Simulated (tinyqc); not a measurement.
Wannier-Stark ladder of a miniband: one step. Bessel amplitudes. Three cases, with inputs chosen for the exercise.

Problem. With x = W/(2 e F d): J_j(x)^2 for j = 0 to 5, their running sum over -j ... j, and the spread sqrt(sum j^2 J_j^2) = x/sqrt2. For a hole fixed in well 0 the J_j^2 are the strengths of the optical lines at j e F d.

Case 1.

x = 1.286550

Case 2.

x = 1.808318

Case 3.

x = 2.446907

Give: Weights; spread.

Solution.

Case 1.

Weights:
```
j,J_j^2,sum
0,0.3932,0.3932
1,0.2694,0.9321
2,0.0323,0.9967
3,0.0016,0.9999
4,0.0000,1.0000
5,0.0000,1.0000
```

spread = 0.910 periods

The strongest line is j = 0.

Case 2.

Weights:
```
j,J_j^2,sum
0,0.1123,0.1123
1,0.3383,0.7889
2,0.0950,0.9789
3,0.0100,0.9988
4,0.0006,1.0000
5,0.0000,1.0000
```

spread = 1.279 periods

The strongest line is j = +/-1.

Case 3.

Weights:
```
j,J_j^2,sum
0,0.0005,0.0005
1,0.2599,0.5202
2,0.1921,0.9044
3,0.0427,0.9899
4,0.0047,0.9993
5,0.0003,1.0000
```

spread = 1.730 periods

The strongest line is j = +/-1.

Computed by tinyqc, one run a case: `OMP_NUM_THREADS=1 python tinyqc.py N N+1 out.jsonl` with N = 1252143, 1252359, 1252780; one thread of a shared Intel(R) Xeon(R) Processor @ 2.30GHz, about 0.04 s a run at most.
